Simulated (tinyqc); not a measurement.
Inside a calculation. Method: CIS on RHF in the 6-311g basis, for H2, spin multiplicity 1. One step of it, computed by the program tinyqc.

Question. CIS triplet states. Diagonalise A (1 hartree = 27.211386 eV); each vector has its largest component positive (the first on a tie).

CIS matrix A, triplet (hartree), order 1>2, 1>3, 1>4, 1>5, 1>6:
```
[[0.261741, 0.000000, 0.139877, 0.029893, 0.000000],
 [0.000000, 0.496324, 0.000000, 0.000000, -0.084724],
 [0.139877, 0.000000, 0.612365, -0.122788, 0.000000],
 [0.029893, 0.000000, -0.122788, 2.459670, 0.000000],
 [0.000000, -0.084724, 0.000000, 0.000000, 2.590612]]
```

Give: triplet excitation energies; lowest vectors.

Answer.

triplet excitation energies (eV): [5.732, 13.413, 17.827, 67.157, 70.587]

lowest vectors, order 1>2, 1>3, 1>4, 1>5, 1>6:
```
[[0.941, 0.000, 0.338, 0.009, 0.000],
 [0.000, 0.999, 0.000, 0.000, -0.040],
 [-0.337, 0.000, 0.939, -0.065, 0.000],
 [-0.031, 0.000, 0.058, 0.998, 0.000],
 [0.000, 0.040, 0.000, 0.000, 0.999]]
```
